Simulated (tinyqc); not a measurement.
Worked calculation: polytypes by hexagonality, and a cubic inclusion as a quantum well. Values are carried at full precision from step to step, so a last printed digit may differ when a step is redone from the rounded ones.

A layer is h if its two neighbours in the periodic sequence sit on the same site, k otherwise; the hexagonality h is the share of h layers.

Constants: hbar^2/2m0 = 3.80998211 eV angstrom^2.

Parameters, chosen for this exercise (of the order of those of SiC; shifted at random, so the results belong to these values and not to a real crystal):
- E3 = 2.407 eV (gap of the cubic polytype)
- E2 = 3.321 eV (gap of 2H)
- Ev2 = 0.128 eV (valence top of 2H above that of 3C)
- P2 = -0.0362 C/m^2 (spontaneous polarisation of 2H)
- Es = 3.275 eV (gap at the hexagonality hs)
- hs = 0.5 (hexagonality up to which the first line holds)
- m = (0.325, 0.351) m0 (electron mass along c in the cubic layer and in the host)
- d = 2.518 angstrom (thickness of a double layer)
- eps = 10 (dielectric constant)
- N = 4 (double layers in the cubic inclusion)

## Hexagonality

Stacking sequences:
```
polytype               sequence
10H                  ABCABCBACB
4H                         ABCB
15R             ABCACBCABACABCB
6H                       ABCACB
21R       ABCACBACABCBACBCABACB
```

Give the h/k string and h of each.

Hexagonality:
```
polytype             h/k string       h
10H                  hkkkkhkkkk  0.2000
4H                         hkhk  0.5000
15R             hkkhkhkkhkhkkhk  0.4000
6H                       hkkhkk  0.3333
21R       hkkhkkkhkkhkkkhkkhkkk  0.2857
```

## Gaps and band edges

Gap: E3 + (Es - E3) h/hs for h up to hs, then linear from Es to E2 at h = 1. Valence top Ev2 h and polarisation P2 h, both counted from 3C; Ec = Ev + gap.

Evaluate for each polytype.

Results:
```
polytype  gap (eV)  Ev (eV)  Ec (eV)  P (C/m^2)
10H         2.7542   0.0256   2.7798   -0.00724
4H          3.2750   0.0640   3.3390   -0.01810
15R         3.1014   0.0512   3.1526   -0.01448
6H          2.9857   0.0427   3.0283   -0.01207
21R         2.9030   0.0366   2.9396   -0.01034
```

The widest gap is that of 4H, the narrowest that of 10H. Ev and Ec both rise with h, so 3C collects electrons and the more hexagonal side holes: a staggered line-up.

## The bound level without the field

A cubic inclusion of width L = N d in the host (h = 0.5) is a well of depth V = Ec(host) - Ec(3C). Square well with mass mismatch: k tan(k L/2) = (m_w/m_b) q, k = sqrt(m_w E/c), q = sqrt(m_b (V - E)/c), c = hbar^2/2m0, lowest root. The depth of the level, V - E, is its binding, and the transition to the valence top of the host is gap(host) - (V - E). The step in polarisation gives a field |F| = |P|/(eps eps0) in a thin inclusion, eps0 = 8.8541878e-12 F/m.

Give V, L, the level E, its depth below the host conduction edge and the transition to the valence top of the host, gap(host) - (V - E).

V = 0.9320 eV
L = 10.072 angstrom
E above the bottom = 0.3595 eV
depth below the host edge = 0.5725 eV
transition = 2.7025 eV

The level keeps 61 % of the well depth. The transition lies above the gap of 3C itself (2.407 eV). At a few layers the effective-mass picture is only a guide.

## The polarisation field

Give |F|, the drop |F| L, the bound charge |P|/e per cm^2 (e = 1.602176634e-19 C), and, as a first estimate, the shift -|F| L/2 of the transition for an electron centred in the layer and a hole in the host on the high side.

|F| = 2.044 MV/cm
drop = 205.9 meV
bound charge = 1.13e+13 cm^-2
estimated shift = -102.9 meV

The drop is 22 % of the well depth. The host edge on the low side sinks by 103 meV against the centre, less than the 573 meV by which the flat well binds.

## Checks

- Square-well root against finite differences on a grid of 0.5 angstrom (eV): 0.359 against 0.360.

Run: tinyqc, `OMP_NUM_THREADS=1 python tinyqc.py 1851206 1851207 out.jsonl`; Intel(R) Xeon(R) Processor @ 2.30GHz, one thread, shared host; about 0.02 s of CPU time with all checks.
